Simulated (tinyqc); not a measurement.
Admittance spectroscopy of a deep trap: admittance against temperature.

Schottky contact on an n-type layer with shallow donors Nd (all ionised) and a donor-like deep trap, neutral when filled and positive when empty; depletion approximation. Traps within lam of the depletion edge stay filled. The traps at xt = W - lam, where the level crosses the Fermi level, follow a slow signal and not a fast one. w = 2 pi f.

Emission rate en = sn vth(T) Nc(T) exp(-Et/kB T) = sn g T^2 exp(-Et/kB T), g = vth Nc/(300 K)^2, as vth goes as T^0.5 and Nc as T^1.5 (degeneracy factor 1). lam = sqrt(2 eps0 eps_r (EF - ET)/(q Nd)), EF - ET = Et - (kB T/q) ln(Nc(T)/Nd), Nc(T) = Nc (T/300 K)^1.5. In the steady state at the band bending V, 2 eps0 eps_r V/q = Nd W^2 + Nt (W - lam)^2 (the second term only if W > lam). V = Vbi + Vr. C_HF = eps0 eps_r/W, C_LF = eps0 eps_r (Nd + Nt)/(Nd W + Nt xt). Inflection frequency w0 = 2 en [1 + Nt xt/(Nd W)]; C = C_HF + (C_LF - C_HF)/(1 + (w/w0)^2), G/w = (C_LF - C_HF)(w/w0)/(1 + (w/w0)^2).

Values chosen for this exercise; material values close to those of germanium: relative permittivity eps_r = 16.1; conduction-band density of states at 300 K Nc = 1.03e19 cm^-3; thermal velocity at 300 K vth = 3.3e7 cm/s; shallow donor density Nd = 1.3e16 cm^-3; built-in voltage Vbi = 0.46 V; depth of the trap below the conduction edge Et = 0.17 eV; capture cross-section sn = 1.5e-15 cm^2; trap density Nt = 1.3e16 cm^-3; reverse bias Vr = 0 V; signal frequency f = 26000 Hz.

Constants: q = 1.602176634e-19 C, kB = 1.380649e-23 J/K, eps0 = 8.8541878128e-14 F/cm where lengths are in cm. Results are converted to the units shown.

Admittance against temperature:

| T (K) | w0/(2 pi) (Hz) | C (nF/cm^2) | G/w (nF/cm^2) |
|---|---|---|---|
| 115 | 1223 | 62.24 | 1.120 |
| 120 | 2732 | 62.58 | 2.450 |
| 126 | 6620 | 63.90 | 5.553 |
| 131 | 1.306e4 | 67.25 | 9.195 |
| 137 | 2.777e4 | 74.83 | 11.25 |
| 143 | 5.564e4 | 81.20 | 8.505 |
| 148 | 9.541e4 | 83.50 | 5.544 |
| 154 | 1.746e5 | 84.36 | 3.127 |
| 159 | 2.797e5 | 84.48 | 1.947 |
| 165 | 4.757e5 | 84.41 | 1.129 |
| 170 | 7.213e5 | 84.29 | 0.7330 |

What does the comparison show?

G/w goes from 1.12 through a maximum of 11.3 (at T = 137 K among the rows listed) to 0.733 nF/cm^2, where w0 passes the signal: w0/(2 pi) rises from 1220 to 7.21e5 Hz. C goes from 62.2 through a maximum of 84.5 (at T = 159 K among the rows listed) to 84.3 nF/cm^2.

Computed by the program tinyqc: `OMP_NUM_THREADS=1 python tinyqc.py 2050073 2050074 out.jsonl`, one thread of a shared Intel Xeon 2.30GHz, about 0.01 s for the whole run.
